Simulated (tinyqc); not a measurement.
# Zener tunnelling in a reverse-biased junction, two-band WKB, step by step

tinyqc, about 0.01 s, one thread, Intel Xeon 2.30GHz (shared host): `OMP_NUM_THREADS=1 python tinyqc.py 2620092 2620093 out.jsonl` Printed values are rounded.

Abrupt p-n junction, depletion approximation. Energies E are counted from the conduction-band edge of the neutral n side; its Fermi level lies at dn, that of the p side at dn - V, and the valence-band edge of the neutral p side at Em = dn + dp - V. Tunnelling needs 0 < E < Em. Two-band dispersion with equal masses m: inside the gap kappa = sqrt(m u (1 - u/Eg)/C), u the distance from a band edge, C = hbar^2/(2 m0).

Parameters, values chosen for the exercise; band and dielectric values those of a made-up semiconductor:

| symbol | value | unit | meaning |
|---|---|---|---|
| T | 77 | K | temperature |
| Eg | 0.339 | eV | band gap |
| eps_r | 16.3 |  | relative permittivity |
| Nc | 1.14e16 | cm^-3 | conduction-band density of states at 77 K |
| Nv | 8.79e17 | cm^-3 | valence-band density of states at 77 K |
| m | 0.022 | m0 | band-edge mass of the two-band model |
| Na | 1.5e19 | cm^-3 | acceptor density |
| Nd | 6.3e17 | cm^-3 | donor density |
| V | -0.38 | V | bias of the p side |
| nE | 13 |  | points of the energy grid |

Constants: q = 1.602176634e-19 C, kB = 1.380649e-23 J/K, hbar = 1.054571817e-34 J s, h = 6.62607015e-34 J s, m0 = 9.1093837015e-31 kg, Vt = kB T/q, eps0 = 8.8541878128e-14 F/cm where lengths are in cm, hbar^2/(2 m0) = 0.0380998212 eV nm^2. Results are converted to the units shown.

Range of the model: Parabolic densities of states, no band tails and no gap narrowing, all of which matter at such doping.

## Fermi levels and built-in voltage

Nd = Nc F12(dn/Vt), Na = Nv F12(dp/Vt), F12(x) = (2/sqrt(pi)) int_0^infinity sqrt(u)/(1 + exp(u - x)) du; dn = EF - Ec on the n side, dp = Ev - EF on the p side (negative outside the bands); Vbi = Eg + dn + dp.

dn = 0.116076 eV
dp = 0.0524734 eV
Vbi = 0.507550 V

Boltzmann statistics would give dn = 0.0266 eV and dp = 0.0188 eV. At zero bias the bands of the two sides overlap by dn + dp.

## Width, field and exponent

W = sqrt(2 eps0 eps_r (Vbi - V)(1/Na + 1/Nd)/q), mean field F = (Vbi - V)/W, peak field 2 F. In a uniform field F the exponent is S = pi sqrt(m/C) Eg^1.5/(4 F). Transverse energy Et = C kt^2/m raises it to S (1 + 4 Et/Eg), so T = exp(-S) exp(-Et/Eb) with Eb = Eg/(4 S). KJ = (2 q^2/h) m/(4 pi C) (times 1e14 for A/cm^2 per eV^2).

W = 51.4266 nm
mean field = 0.172586 MV/cm
S = 6.82550
exp(-S) = 0.00108573
Eb = 12.4167 meV
tunnelling length Eg/F = 19.6424 nm

## Current density on a coarse grid

J = KJ exp(-S) Eb times the integral from 0 to Em of [f(E - dn) - f(E - dn + V)] [1 - exp(-min(E, Em - E)/Eb)] dE, f(x) = 1/(1 + exp(x/Vt)), with S and Eb from the mean field; J > 0 flows from p to n. KJ = (2 q^2/h) m/(4 pi C) (times 1e14 for A/cm^2 per eV^2). Simpson's rule on nE equally spaced points from 0 to Em.

```
point,E (eV),difference of the f,transverse factor
0,0.000000,0.00000,0.00000
1,0.045712,-0.00002,0.97482
2,0.091425,-0.02377,0.99937
3,0.137137,-0.95985,0.99998
4,0.182850,-0.99996,1.00000
5,0.228562,-1.00000,1.00000
6,0.274275,-1.00000,1.00000
7,0.319987,-1.00000,1.00000
8,0.365700,-1.00000,1.00000
9,0.411412,-1.00000,0.99998
10,0.457125,-0.99719,0.99937
11,0.502837,-0.26524,0.97482
12,0.548550,-0.00037,0.00000
```

integral = -0.379629 eV
KJ = 3.56028e8 A/(cm^2 eV^2)
J = -1822.10 A/cm^2

A converged quadrature gives -1822 A/cm^2; this grid is 0.017 % below that in size.
